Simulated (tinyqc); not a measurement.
From results back to parameters: direct gap of a germanium-like layer under biaxial tension. Three cases, with inputs chosen for the exercise.

Problem. A (001) layer under biaxial tension e_par has ezz = -2 (C12/C11) e_par, Ec = Eg + ac tr(e), E(HH) = -P - Q and E(LH) = -P + (Q - Dso + sqrt(Dso^2 + 2 Dso Q + 9 Q^2))/2 with P = -av tr(e), Q = -b (e_par - ezz). The transition from the light-hole edge is given.

Find: e_par; Ec - E(HH).

Method. Ec - E(LH) falls steadily with tension, so bisection between 0 and 4 % gives the only root; then Ec - E(HH) = Eg + (ac - av) tr(e) + Q.

Case 1.

Values chosen (near those of Ge, gaps at low temperature; not measured data):
- Eg = 0.908 eV (gap at Gamma to the s-like level)
- Dso = 0.286 eV (spin-orbit splitting)
- ac = -8.33 eV (conduction deformation potential)
- av = 1.23 eV (valence hydrostatic potential)
- b = -2.57 eV (tetragonal shear potential)
- C11 = 126 GPa
- C12 = 47.6 GPa

Ec - E(LH) = 0.707803 eV

Solution.

e_par = 1.130 %
Ec - E(HH) = 0.8245 eV

Case 2.

Values chosen (near those of Ge, gaps at low temperature; not measured data):
- Eg = 0.911 eV (gap at Gamma to the s-like level)
- Dso = 0.284 eV (spin-orbit splitting)
- ac = -8.25 eV (conduction deformation potential)
- av = 1.22 eV (valence hydrostatic potential)
- b = -2.59 eV (tetragonal shear potential)
- C11 = 130.4 GPa
- C12 = 47.8 GPa

Ec - E(LH) = 0.704334 eV

Solution.

e_par = 1.160 %
Ec - E(HH) = 0.8239 eV

Case 3.

Values chosen (near those of Ge, gaps at low temperature; not measured data):
- Eg = 0.895 eV (gap at Gamma to the s-like level)
- Dso = 0.286 eV (spin-orbit splitting)
- ac = -8.2 eV (conduction deformation potential)
- av = 1.24 eV (valence hydrostatic potential)
- b = -2.51 eV (tetragonal shear potential)
- C11 = 127.9 GPa
- C12 = 48 GPa

Ec - E(LH) = 0.516326 eV

Solution.

e_par = 2.090 %
Ec - E(HH) = 0.7403 eV

Computed by tinyqc, one run a case: `OMP_NUM_THREADS=1 python tinyqc.py N N+1 out.jsonl` with N = 1050320, 1050331, 1050337; one thread of a shared Intel(R) Xeon(R) Processor @ 2.30GHz, about 0.01 s a run at most.
